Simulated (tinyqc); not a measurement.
# Long-channel MOSFET, surface-potential model: two studies

n-channel transistor on a uniformly doped p-type body, gradual-channel approximation, constant mobility, Boltzmann statistics, full ionisation. Potentials are counted from the neutral body; V is the electron quasi-Fermi potential, Vsb at the source and Vsb + Vds at the drain. Charges are magnitudes per area.

Values chosen for this exercise; material values close to those of silicon: temperature T = 273 K; band gap Eg = 1.13 eV; relative permittivity of the semiconductor eps_r = 11.5; conduction-band density of states at T Nc = 2.4e19 cm^-3; valence-band density of states at T Nv = 2.28e19 cm^-3; acceptor density of the body Na = 1e16 cm^-3; relative permittivity of the gate insulator eox = 22.8; insulator thickness tox = 30 nm; flat-band voltage Vfb = -0.87 V; channel mobility mu = 130 cm^2/(V s); gate width W = 20 um; gate length L = 0.5 um; source-body reverse bias Vsb = 0.3 V; gate-source voltage Vgs = -0.01 V; drain-source voltage Vds = 1.2 V.

Constants: q = 1.602176634e-19 C, kB = 1.380649e-23 J/K, Vt = kB T/q, eps0 = 8.8541878128e-14 F/cm where lengths are in cm. Results are converted to the units shown.

Each table varies one quantity; the others keep the values above.

## Effect of the insulator thickness

ni = sqrt(Nc Nv) exp(-Eg/(2 Vt)), Eg in volts; phiF = Vt ln(Na/ni); Cox = eps0 eox/tox; gamma = sqrt(2 q eps0 eps_r Na)/Cox. The surface potential psi at channel potential V solves Vgs + Vsb - Vfb - psi = gamma sqrt(G), G = psi - Vt + Vt exp((psi - 2 phiF - V)/Vt). Charge sheet: Qi = Cox gamma [sqrt(G) - sqrt(psi - Vt)]; I = mu (W/L) [integral of Qi dpsi from psi_0 to psi_L (drift) + Vt (Qi0 - QiL) (diffusion)], with psi_0 at V = Vsb and psi_L at V = Vsb + Vds. VT = Vfb + 2 phiF + gamma sqrt(2 phiF + Vsb), m = 1 + gamma/(2 sqrt(2 phiF + Vsb)). The swing is 20 mV/log10[I(VT - 0.14 V)/I(VT - 0.16 V)] of the charge-sheet current at the given Vds.

Effect of the insulator thickness:

| tox (nm) | gamma (V^0.5) | VT (V) | m | swing (mV/decade) | I at Vgs, Vds (uA) |
|---|---|---|---|---|---|
| 10 | 0.02830 | -0.07580 | 1.014 | 55.71 | 1.075 |
| 13 | 0.03678 | -0.06704 | 1.018 | 55.96 | 0.7620 |
| 18 | 0.05093 | -0.05244 | 1.025 | 56.37 | 0.4303 |
| 24 | 0.06791 | -0.03492 | 1.033 | 56.86 | 0.2167 |
| 33 | 0.09337 | -0.008639 | 1.045 | 57.59 | 0.07758 |
| 45 | 0.1273 | 0.02640 | 1.062 | 58.57 | 0.02006 |
| 60 | 0.1698 | 0.07020 | 1.082 | 59.79 | 0.003880 |

Read the table: what changes, and by how much?

As tox goes from 10 to 60 nm, VT rises from -0.0758 to 0.0702 V, the swing rises from 55.7 to 59.8 mV a decade and the current falls from 1.08 to 0.00388 uA. The swing is 1.5 % above m Vt ln 10 in the first row and 2.0 % above it in the last. The gate voltage is below VT in 3 of the 7 rows.

## Output curve

Pao-Sah: Qi(V) = (Cox gamma/2) integral from 3 Vt to psi of exp((u - 2 phiF - V)/Vt)/sqrt(G(u, V)) du, and I = mu (W/L) integral of Qi dV from Vsb to Vsb + Vds. Square law: VT = Vfb + 2 phiF + gamma sqrt(2 phiF + Vsb), m = 1 + gamma/(2 sqrt(2 phiF + Vsb)), I = mu Cox (W/L) [(Vgs - VT) v - m v^2/2] with v the smaller of Vds and (Vgs - VT)/m, and zero below VT.

In this table Vgs = 0.28 V.

Output curve:

| Vds (V) | psi_L (V) | QiL (nC/cm^2) | I, charge sheet (uA) | I, Pao-Sah (uA) | I, square law (uA) |
|---|---|---|---|---|---|
| 0.05 | 1.240 | 77.98 | 22.54 | 24.06 | 47.48 |
| 0.1 | 1.278 | 51.83 | 38.36 | 41.02 | 85.85 |
| 0.15 | 1.311 | 28.71 | 48.13 | 51.49 | 115.1 |
| 0.2 | 1.336 | 11.14 | 52.89 | 56.55 | 135.3 |
| 0.26 | 1.350 | 1.653 | 54.50 | 58.23 | 147.4 |
| 0.31 | 1.352 | 0.2175 | 54.68 | 58.42 | 148.6 |
| 0.36 | 1.352 | 0.02631 | 54.71 | 58.44 | 148.6 |
| 0.41 | 1.352 | 0.003146 | 54.71 | 58.45 | 148.6 |
| 0.46 | 1.352 | 3.756e-4 | 54.71 | 58.45 | 148.6 |

The Pao-Sah current rises from 24.1 to 58.4 uA, while the charge at the drain end falls from 78.0 to 3.76e-4 nC/cm^2. The current first comes within 1 % of its last value at Vds = 0.26 V among the rows listed; the square law saturates at (Vgs - VT)/m = 0.286 V. Over the last two rows psi_L moves by less than 1 mV: the drain has lost hold of the surface potential, so the current no longer grows. In the last row the charge sheet is 6.4 % below Pao-Sah and the square law 2.54 times it.

tinyqc, about 0.03 s, one thread, Intel Xeon 2.30GHz (shared host): `OMP_NUM_THREADS=1 python tinyqc.py 2360014 2360015 out.jsonl`
